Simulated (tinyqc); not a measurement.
# Worked calculation: hot electrons in a saturated n-channel MOSFET, lucky-electron model

Numbers from tinyqc (`OMP_NUM_THREADS=1 python tinyqc.py 2550037 2550038 out.jsonl`; about 0.01 s on one thread of a shared Intel Xeon 2.30GHz). Printed values are rounded.

Beyond pinch-off the lateral field grows as Esat cosh(y/l) over the velocity-saturated region (pseudo-two-dimensional model). Impact ionisation in this region gives the substrate current, which biases the body forward through Rsub. Currents are per width. Local-field laws: they overstate ionisation when the field peak is narrower than an energy relaxation length.

Inputs (values chosen for the exercise); values close to those of silicon n-channel devices:
```
symbol   value        unit                                   meaning
L          0.8          um                            channel length
tox         20          nm                           oxide thickness
xj         250          nm                            junction depth
VT        0.63           V                                 threshold
mu         360  cm^2/(V s)                        effective mobility
vs       7.8e6        cm/s                       saturation velocity
Ai         2e6        1/cm                      ionisation prefactor
Bi        1.85       MV/cm                          ionisation field
Rd         400      ohm um     resistance of the lightly doped drain
Rsub      2300      ohm um                      substrate resistance
kb        0.43              fall of VT per volt of forward body bias
lm         8.7          nm               hot-electron mean free path
pb         3.2           V                             oxide barrier
Cg      0.0034                         prefactor of the gate current
m          2.8                                     lifetime exponent
Hl       49000     s uA/um                         lifetime constant
Vd         3.8           V                             drain voltage
Vg         2.2           V                              gate voltage
```

Constants: eps0 = 8.8541878128e-14 F/cm where lengths are in cm. Results are converted to the units shown.

## Length and field scales

Cox = 3.9 eps0/tox, l = sqrt(3 tox xj), Esat = 2 vs/mu.

Cox = 0.1726567 uF/cm^2
l = 122.4745 nm
Esat = 0.04333333 MV/cm
Esat L = 3.466667 V

## Iteration 1: body bias from the substrate current

Vb at the start = 0 V

Cox = 3.9 eps0/tox. Overdrive g = Vg - VT + kb Vb; Vdsat = g Esat L/(g + Esat L); Id = Cox vs (g - Vdsat); dV = Vd - Id Rd - Vdsat; Em = sqrt((dV/l)^2 + Esat^2); Isub = Id (Ai/Bi) l Em exp(-Bi/Em). Vb(new) = Rsub Isub.

Vdsat = 1.080609 V
Id = 65.90738 uA/um
dV = 2.693028 V
Em = 0.2241141 MV/cm
Isub = 0.05085405 uA/um
Vb after iteration 1 = 1.169643e-4 V

## Iteration 2: body bias from the substrate current

As before.

Vdsat = 1.080633 V
Id = 65.91094 uA/um
dV = 2.693003 V
Em = 0.2241120 MV/cm
Isub = 0.05085256 uA/um
Vb after iteration 2 = 1.169609e-4 V

## Course of the iteration: body bias from the substrate current

Stop when Vb changes by less than 1e-9 V, or after 60 iterations.

Course of the iteration:
```
iteration,Vb (V),|change| (V)
1,1.169643e-4,1.17e-4
2,1.169609e-4,3.44e-9
3,1.169609e-4,1.01e-13
```

Converged in 3 iterations. The change falls from 1.2e-4 in the first iteration to below the tolerance in the last.

## Gate current, lifetime and channel shortening

Id = 65.91094 uA/um
dV = 2.693003 V
Em = 0.2241120 MV/cm
Isub = 0.05085256 uA/um

Ig = Cg Id exp(-pb/(lm Em)); lifetime tau = (Hl/Id)(Isub/Id)^(-m); length of the saturated region dL = l ln[(dV/l + Em)/Esat]. 1 year = 3.15576e7 s.

Isub/Id = 7.715343e-4
Ig = 0.01670050 pA/um
tau = 12233.19 years
dL = 284.9847 nm

The lifetime exceeds ten years. Integrating Ai exp(-Bi/E) over the cosh profile gives Isub/Id = 7.12e-4, so the closed form is 8.4 % above it.
